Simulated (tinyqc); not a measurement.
# Lossy on-chip transmission line with skin effect: line properties against frequency

A uniform line in a homogeneous dielectric: c = sqrt(er)/(c0 Z0), l = Z0 sqrt(er)/c0 (c0 = 299792458 m/s), g = w c td, w = 2 pi f. The resistance joins its limits as r = sqrt(r_dc^2 + r_hf^2), with r_dc = rho/(wd th), r_hf = kr rho/(2 delta (wd + th)), delta = sqrt(rho/(pi f mu0)), mu0 = 4 pi 1e-7 H/m; this is an interpolation, and internal inductance, up to 0.05 nH/mm at low frequency, is neglected.

gamma = sqrt((r + i w l)(g + i w c)) = alpha + i beta, Zc = sqrt((r + i w l)/(g + i w c)), roots with positive real part; loss 8.685889638 alpha in dB; phase velocity w/beta. ZL = 1/(1/RL + i w CL); reflection (ZL - Zc)/(ZL + Zc); Zin = Zc (ZL + Zc tanh(gamma len))/(Zc + ZL tanh(gamma len)); H = V_load/V_source = [Zin/(Zin + Rg)]/[cosh(gamma len) + (Zc/ZL) sinh(gamma len)].

Values chosen for this exercise: width of the strip wd = 1.8 um; thickness of the strip th = 1.2 um; resistivity rho = 2 uohm cm; relative permittivity er = 3; loss tangent td = 0.005; lossless impedance sqrt(l/c) Z0 = 45 ohm; factor for crowding and the return path kr = 2; length len = 0.67 mm; source resistance Rg = 50 ohm; load resistance RL = 50 ohm; load capacitance CL = 0 fF.

Results:
```
f (GHz)	r (ohm/mm)	r/(w l)	loss (dB/mm)	|Zc| (ohm)	phase velocity over c0	length in wavelengths	|H| (dB)
0.01	9.264	567.1	0.05318	1072	0.03434	6.508e-4	-6.544
0.03	9.273	189.2	0.09200	619.0	0.05935	0.001130	-6.544
0.3	9.400	19.18	0.2862	197.2	0.1821	0.003683	-6.551
0.8	9.631	7.370	0.4538	122.7	0.2817	0.006347	-6.564
2	10.16	3.111	0.6738	81.34	0.3960	0.01129	-6.594
7	12.13	1.061	1.062	54.33	0.5214	0.03001	-6.707
20	16.16	0.4947	1.533	47.53	0.5617	0.07958	-6.953
60	24.74	0.2524	2.417	45.70	0.5731	0.2340	-7.610
```

Estimate the missing row, f = 0.09 GHz.

Computed row:
```
f (GHz)	r (ohm/mm)	r/(w l)	loss (dB/mm)	|Zc| (ohm)	phase velocity over c0	length in wavelengths	|H| (dB)
0.09	9.302	63.27	0.1588	358.0	0.1021	0.001970	-6.546
```

With this row back in the table: r equals w l at 7.55 GHz: below it |Zc| and the delay grow as in an RC line, above it |Zc| tends to Z0 = 45 ohm and the velocity to 1/sqrt(er) = 0.577 c0. The loss goes as f^(0.50) between the first two rows and f^(0.41) between the last two. |H| is -6.54 dB in the first row and -7.61 dB in the last; between rows it can pass through resonances that the table doesn't show.

Computed by the program tinyqc: `OMP_NUM_THREADS=1 python tinyqc.py 2810104 2810105 out.jsonl`, one thread of a shared Intel Xeon 2.30GHz, about 0.01 s for the whole run.
